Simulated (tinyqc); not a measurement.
Self-heating of a transistor with one or more fingers, with temperature-dependent conductivity: one step, computed by the program tinyqc.

N long parallel fingers lie on the top face of a slab whose bottom is held at T_0; the top is otherwise insulated, and heat flows in two dimensions. P in W/mm is 1000 P in W/m.

Task: Geometry factors. A line source of power P on the top face raises the top at distance x by (P/(pi kappa_0)) g(x), g(x) = -ln tanh(pi x/(4 t)) (the image sum for the slab). On a strip of width w the centre sees the mean of g over the strip, g_0 = 1 + ln(8 t/(pi w)) for w much below t.

Inputs (values chosen for the exercise, modelled on indium phosphide): finger pitch s = 30 micrometre; width of the heat source w = 0.9 micrometre; substrate thickness t = 120 micrometre.

Power: power rises with temperature.

Give: own factor g_0; g(j s), j = 1..7.

Result:

own factor g_0 = 6.828

g(j s), j = 1..7: 1.641  0.984  0.636  0.422  0.283  0.190  0.128
